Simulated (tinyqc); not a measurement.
Specific resistance of a metal-semiconductor contact and its transmission-line measurement: one step, computed by the program tinyqc. Command: `OMP_NUM_THREADS=1 python tinyqc.py 3031662 3031663 out.jsonl contact walk`. One thread of a shared host (Intel(R) Xeon(R) Processor @ 2.30GHz), about 0.01 s of CPU time with the checks.

The barrier is parabolic (depletion approximation), energies E are normal energies counted from the band edge in the neutral semiconductor (downwards for holes), and the bias is zero. xi is an input, held fixed when other inputs move.

Question. Current crowding. Transmission-line model: transfer length L_T = sqrt(rho_c/R_sh); R_c = (R_sh L_T/W) coth(d/L_T). Limits: rho_c/(W d) for d << L_T, sqrt(rho_c R_sh)/W for d >> L_T.

Inputs (values chosen for the exercise, modelled on n-type In0.53Ga0.47As):
```
quantity,value,unit
temperature T,77,K
sheet resistance R_sh,37,ohm
contact length d,0.013,micrometre
contact width W,0.054,micrometre
```

Image-force lowering: left out.

specific contact resistance rho_c = 1.990738e-08 ohm cm^2

Give: transfer length L_T; d/L_T; contact resistance R_c; R_c W; short-contact limit; long-contact limit.

Answer.

transfer length L_T = 0.23196 micrometre

d/L_T = 0.056045

contact resistance R_c = 2838.8 ohm

R_c W = 153.29 ohm micrometre

short-contact limit = 2835.8 ohm

long-contact limit = 158.93 ohm

The contact is short: the whole area carries current, and R_c scales as 1/d.
